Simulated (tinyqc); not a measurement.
Precursor delivery and alloy composition in metal-organic vapour-phase epitaxy: one step, computed by the program tinyqc.

Carrier gas leaves each bubbler saturated. Group-III species cross a boundary layer and react at the surface; element 2 can also desorb. The film is (1)_(1-x) (2)_x V with a zinc-blende cell.

Problem. Composition and growth rate. Loss of element 2 is r x with r = prefactor x exp(-energy/(k_B T)). Then x = (g2 - r x)/(g1 + g2 - r x), or r x^2 - (g1 + g2 + r) x + g2 = 0, smaller root; growth rate G = g1/(1 - x) layers/s; one layer is a/2 thick, 1 angstrom/s = 0.36 um/h. Temperatures in kelvin are T(C) + 273.15. Distribution coefficient = [x/(1 - x)]/[x_g/(1 - x_g)], x_g = g2/(g1 + g2).

Inputs (values chosen for the exercise, close to those used for AlGaAs from TMAl and TEGa): source 1: bath temperature = 19 C; source 2: bath temperature = 15 C; prefactor of the loss of element 2 = 2.2e+17 layers/s; energy of the loss = 3.59 eV; lattice constant a = 5.655 angstrom; growth temperature T = 640 C.

arrival rates (layers/s): g1 1.204102, g2 0.2267870

Constants: k_B = 8.617333262e-05 eV/K.

Give: loss rate r; solid share x; growth rate G; distribution coefficient.

Solution.

loss rate r = 0.003379 layers/s

solid share x = 0.1582

growth rate G = 1.456 um/h

distribution coefficient = 0.9976

Desorption is negligible, so the solid copies the gas. Caution: trimethylaluminium is largely a dimer in the vapour, which would double its metal flow; it is counted as a monomer here. Caution: the lattice constant is held fixed as x changes, delta does not respond to the flow, both precursors share one D and k_s, and gas-phase side reactions are left out.
